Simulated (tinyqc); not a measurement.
Physical sputtering: collision-cascade yield, angular dependence, faceting and resputtering in deposition: one step, computed by the program tinyqc. Command: `OMP_NUM_THREADS=1 python tinyqc.py 3004496 3004497 out.jsonl sputter walk`. One thread of a shared host (Intel(R) Xeon(R) Processor @ 2.30GHz), about 0.01 s of CPU time with the checks.

Ions start collision cascades; atoms that reach the surface with more than U leave. The target is amorphous or fine-grained.

Task: Yield at normal incidence. gamma = 4 M1 M2/(M1 + M2)^2; threshold E_th = 6.7 U/gamma for M1 >= M2, else U (1 + 5.7 M1/M2)/gamma. eps = 0.03255 M2 E/(Z1 Z2 (M1 + M2) z), z = (Z1^(2/3) + Z2^(2/3))^(1/2), E in eV; s_n = 3.441 sqrt(eps) ln(eps + 2.718)/(1 + 6.355 sqrt(eps) + eps (6.882 sqrt(eps) - 1.708)); S_n = 84.78 Z1 Z2 M1 s_n/((M1 + M2) z) in eV angstrom^2; alpha = 0.249 (M2/M1)^0.56 + 0.0035 (M2/M1)^1.5 for M1 <= M2, else 0.0875 (M2/M1)^(-0.15) + 0.165 M2/M1; Y0 = 0.042 Q alpha S_n/U [1 - sqrt(E_th/E)]^2.5 (the electronic-loss factor of the full formula is dropped). Erosion rate = Y0 J/(e N); 1 cm^2 = 1e14 nm^2.

Inputs (values chosen for the exercise, modelled on gallium ions on tungsten):
```
quantity                  value     unit
ion Z1                       31        -
ion mass M1                69.7        u
target Z2                    74        -
target mass M2            183.8        u
surface binding energy U    8.9       eV
target density N           63.2   1/nm^3
fit factor Q                0.7        -
ion energy E                390       eV
current density J         0.079  mA/cm^2
```

Constants: e = 1.602176634e-19 C.

Give: energy transfer factor gamma; threshold E_th; reduced energy eps; nuclear stopping S_n; alpha; yield Y0; erosion rate.

Result:

energy transfer factor gamma = 0.7974

threshold E_th = 35.29 eV

reduced energy eps = 7.652e-04

nuclear stopping S_n = 826.5 eV angstrom^2

alpha = 0.4436

yield Y0 = 0.4951 atoms per ion

erosion rate = 2.318 nm/min

The threshold factor is 0.409; the energy cost is 788 eV per removed atom, 88.5 times U.
